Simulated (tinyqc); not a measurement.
# Electron mobility in a silicon inversion layer, empirical terms and Matthiessen rule: several studies

Inversion layer of sheet density Ns on a uniformly doped body, under a high-permittivity gate with an interlayer. The mobility terms are empirical power laws with prefactors chosen for the exercise; adding their inverses (Matthiessen) is itself an approximation.

Parameters, values chosen for the exercise; material values close to those of silicon:
```
symbol    value        unit                                                meaning
T           300           K                                            temperature
Eg         1.11          eV                                               band gap
eps_r      11.5                         relative permittivity of the semiconductor
Nc      2.82e19       cm^-3                 conduction-band density of states at T
Nv      2.66e19       cm^-3                    valence-band density of states at T
Nb       1.4e18       cm^-3                                            body doping
Vsb           0           V                                      reverse body bias
eta         0.5              weight of the inversion charge in the effective field
Ap          381  cm^2/(V s)           phonon-limited mobility at 1 MV/cm and 300 K
As          623  cm^2/(V s)                  roughness-limited mobility at 1 MV/cm
gs            2                                     exponent of the roughness term
Ac         1900  cm^2/(V s)                                      Coulomb prefactor
Nit      4.2e10       cm^-2                                charge at the interface
Ar          370  cm^2/(V s)              remote-phonon mobility without interlayer
ti          0.4          nm                                   interlayer thickness
lr          0.8          nm                         decay length of remote phonons
Ns       4.7e12       cm^-2                                      inversion density
```

Constants: q = 1.602176634e-19 C, kB = 1.380649e-23 J/K, Vt = kB T/q, eps0 = 8.8541878128e-14 F/cm where lengths are in cm. Results are converted to the units shown.

Each table varies one quantity; the others keep the values above.

## Effect of the interlayer thickness

ni = sqrt(Nc Nv) exp(-Eg/(2 Vt)), Eg in volts; Ndep = sqrt(2 eps0 eps_r Nb (2 Vt ln(Nb/ni) + Vsb)/q); E = q (Ndep + eta Ns)/(eps0 eps_r), in MV/cm. With t = T/(300 K): muC = Ac (Ns/1e12 cm^-2) t/(Nb/1e17 cm^-3 + Nit/1e11 cm^-2), muP = Ap E^(-1/3) t^(-1.75), muS = As E^(-gs), muR = Ar exp(2 ti/lr)/t; 1/mu is the sum of the inverses.

The same in every row: E (MV/cm) = 1.019; muC (cm^2/(V s)) = 619.3; muP (cm^2/(V s)) = 378.6; muS (cm^2/(V s)) = 600.2.

Effect of the interlayer thickness:

| ti (nm) | muR (cm^2/(V s)) | mu (cm^2/(V s)) |
|---|---|---|
| 0.2 | 610.0 | 132.3 |
| 0.4 | 1006 | 144.6 |
| 0.6 | 1658 | 153.3 |
| 0.8 | 2734 | 159.0 |
| 1 | 4508 | 162.8 |
| 1.2 | 7432 | 165.1 |
| 1.4 | 1.225e4 | 166.6 |
| 1.6 | 2.020e4 | 167.5 |
| 1.8 | 3.331e4 | 168.0 |

Read the table: what changes, and by how much?

As ti goes from 0.2 to 1.8 nm, E stays at 1.02 MV/cm and mu rises from 132 to 168 cm^2/(V s). The phonon term is the smallest in the first and the last row.

## Effect of the reverse body bias

Same model as above.

The same in every row: muC (cm^2/(V s)) = 619.28; muR (cm^2/(V s)) = 1005.8.

Effect of the reverse body bias:

| Vsb (V) | E (MV/cm) | muP (cm^2/(V s)) | muS (cm^2/(V s)) | mu (cm^2/(V s)) |
|---|---|---|---|---|
| 0 | 1.0188 | 378.64 | 600.16 | 144.59 |
| 0.4 | 1.1428 | 364.42 | 477.06 | 134.24 |
| 0.8 | 1.2494 | 353.74 | 399.10 | 125.92 |
| 1.2 | 1.3444 | 345.21 | 344.67 | 118.95 |
| 1.6 | 1.4310 | 338.10 | 304.23 | 112.95 |
| 2 | 1.5110 | 332.02 | 272.86 | 107.69 |
| 2.4 | 1.5858 | 326.72 | 247.74 | 103.03 |

What does the table show?

As Vsb goes from 0 to 2.4 V, E rises from 1.02 to 1.59 MV/cm and mu falls from 145 to 103 cm^2/(V s). The smallest term is the phonon one in the first row and the roughness one in the last. For Vsb = 2 to 2.4 V E passes 1.5 MV/cm, beyond the usual range of such laws.

## Effect of the charge at the interface

Same model as above.

The same in every row: E (MV/cm) = 1.0188; muP (cm^2/(V s)) = 378.64; muS (cm^2/(V s)) = 600.16; muR (cm^2/(V s)) = 1005.8.

Results:

| Nit (cm^-2) | muC (cm^2/(V s)) | mu (cm^2/(V s)) |
|---|---|---|
| 1e10 | 633.33 | 145.34 |
| 1e11 | 595.33 | 143.24 |
| 3.2e11 | 519.19 | 138.36 |
| 1e12 | 372.08 | 125.17 |
| 3.2e12 | 194.13 | 95.669 |
| 1e13 | 78.333 | 55.348 |

Estimate the missing row, Nit = 3.2e10 cm^-2.

Computed row:

| Nit (cm^-2) | muC (cm^2/(V s)) | mu (cm^2/(V s)) |
|---|---|---|
| 3.2e10 | 623.60 | 144.82 |

With this row back in the table: As Nit goes from 1e10 to 1e13 cm^-2, E stays at 1.02 MV/cm and mu falls from 145 to 55.3 cm^2/(V s). The smallest term is the phonon one in the first row and the Coulomb one in the last.

Program tinyqc, `OMP_NUM_THREADS=1 python tinyqc.py 2510048 2510049 out.jsonl`; Intel Xeon 2.30GHz, shared host, one thread, about 0.01 s.
